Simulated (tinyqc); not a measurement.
From wire to sheet: nanosheet or nanowire with hard walls, valleys of the Si type.

Six ellipsoidal valleys along the cube axes: inverse mass tensor w = 1/mt + (1/ml - 1/mt) a a^T with a the unit axis. Device axes: x along the channel, z = [001], y = z x x.

Hard walls around a W x H rectangle. The block w_c of w in (y, z) confines; the transport mass follows from 1/m_x = w_xx - w_xc w_c^-1 w_cx. The cross-section problem c (w_yy ky^2 + 2 w_yz ky kz + w_zz kz^2), c = hbar^2/2m0, is solved in products sin(n pi y/W) sin(l pi z/H), n, l = 1 to 12; if w_yz = 0 the levels are c pi^2 (w_yy n^2/W^2 + w_zz l^2/H^2). The w_yz term couples (n, l) to (n', l') by -2 c w_yz D_nn'(W) D_ll'(H) with D_nm(L) = 4 n m/(L (n^2 - m^2)) for n + m odd and 0 otherwise.

Without degeneracy the line density is N1 exp((EF - Ec)/kB T) with N1 = sum 2 g sqrt(m_x kB T/(4 pi c)) exp(-E/kB T), here over n, l up to 80 where w_yz = 0 and over all levels of a 12 x 12 sine basis otherwise; the classical value is W H Nc with Nc = 2 g_all (m_dos kB T/(4 pi c))^(3/2), m_dos = (ml mt^2)^(1/3); dVt = kB T ln(W H Nc/N1).

Constants: hbar^2/2m0 = 3.80998211 eV angstrom^2; kB = 8.617333262e-05 eV/K.

Values chosen for the exercise (near those of Si; the results hold for these values, not for the real material): ml = 0.92 m0 (longitudinal mass); mt = 0.188 m0 (transverse mass); T = 300 K (temperature); g_all = 6 (number of valleys); channel = 110 (transport direction x on a (001) wafer); H = 38 angstrom (height, along z = [001]); Ws = (30, 40, 60, 90, 140, 220, 350) angstrom (widths).

Valleys:
```
group,valleys g,w_yy,w_zz,|w_yz|,m_x (m0)
A,2,5.31915,1.08696,0.00000,0.18800
B,4,3.20305,5.31915,0.00000,0.55400
```

Lowest level of each group (groups ordered by w_zz, then w_yy) and dVt against the width.

Results:
```
W (angstrom),A1 (eV),B1 (eV),dVt (mV)
30,0.2505,0.2723,219.9
40,0.1533,0.2138,145.8
60,0.0839,0.1720,91.2
140,0.0385,0.1447,61.1
220,0.0324,0.1410,56.5
350,0.0299,0.1395,53.8
```

Give the missing row, W (angstrom) = 90.

Computed row:
```
W (angstrom)  A1 (eV)  B1 (eV)  dVt (mV)
90             0.0530   0.1534      70.3
```

dVt falls from 220 to 54 mV. Group A is lowest at every width, by 22 meV in the narrowest and 110 meV in the widest. At the widest W the lowest level is 0.0299 eV; the film limit c pi^2 w_zz/H^2 of that group is 0.0283 eV.

tinyqc: `OMP_NUM_THREADS=1 python tinyqc.py 1282345 1282346 out.jsonl`; about 0.05 s, one thread, shared Intel(R) Xeon(R) Processor @ 2.30GHz.
